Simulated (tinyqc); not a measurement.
Magnetisation curve: two coupled magnetic layers: synthetic antiferromagnet, spin flop, exchange bias and magnetoresistance. Computed by tinyqc, a small Python program. Command: `OMP_NUM_THREADS=1 python tinyqc.py 3011883 3011884 out.jsonl saf walk`. One thread of a shared host (Intel(R) Xeon(R) Processor @ 2.30GHz), about 0.3 s of CPU time with the checks.

Moments lie in the plane at the angles p1, p2 from the field. Energy per area: E = J1 cos(p1 - p2) + J2 cos^2(p1 - p2) - B M_s (t1 cos p1 + t2 cos p2) + K (t1 cos^2 p1 + t2 cos^2 p2).

Inputs (values chosen for the exercise, for a model stack):

| quantity | value | unit |
|---|---|---|
| saturation magnetisation M_s | 1280 | kA/m |
| thickness t1 | 4.7 | nm |
| thickness t2 | 4.7 | nm |
| antiferromagnetic coupling J1 | 0.19 | mJ/m^2 |
| biquadratic coupling J2 | 0 | mJ/m^2 |
| in-plane anisotropy K | 1.5 | kJ/m^3 |
| field over the saturation field | 0.65 | - |

Field direction: along the hard axis.

Method. The parallel state is stable while the Hessian at p1 = p2 = 0 is positive: with c = J1 + 2 J2 and u = B M_s - 2K, (u t1 - c)(u t2 - c) > c^2, so B_sat M_s = c (1/t1 + 1/t2) + 2K. B_K = 2K/M_s. The lowest minimum of E over both angles (from five starts; of two mirror images the one with p1 >= 0, and for equal layers |p1| <= |p2|).

saturation field B_sat = 65.5086 mT

Equilibrium states:

| B/B_sat | B (mT) | p1 (degrees) | p2 (degrees) | m/m_sat |
|---|---|---|---|---|
| 0.02 | 1.310 | 88.854 | -88.854 | 0.0200 |
| 0.06 | 3.931 | 86.560 | -86.560 | 0.0600 |
| 0.12 | 7.861 | 83.108 | -83.108 | 0.1200 |
| 0.20 | 13.102 | 78.463 | -78.463 | 0.2000 |
| 0.30 | 19.653 | 72.542 | -72.542 | 0.3000 |
| 0.45 | 29.479 | 63.256 | -63.256 | 0.4500 |
| 0.60 | 39.305 | 53.130 | -53.130 | 0.6000 |
| 0.80 | 52.407 | 36.870 | -36.870 | 0.8000 |
| 0.95 | 62.233 | 18.195 | -18.195 | 0.9500 |
| 1.10 | 72.060 | 0.000 | 0.000 | 1.0000 |

From the first row the moments are canted and close at B_sat. The largest gap between m/m_sat and B/B_sat in the canted rows is 0.000.

Extremes, crossings and ranges named in words are read from the listed rows.
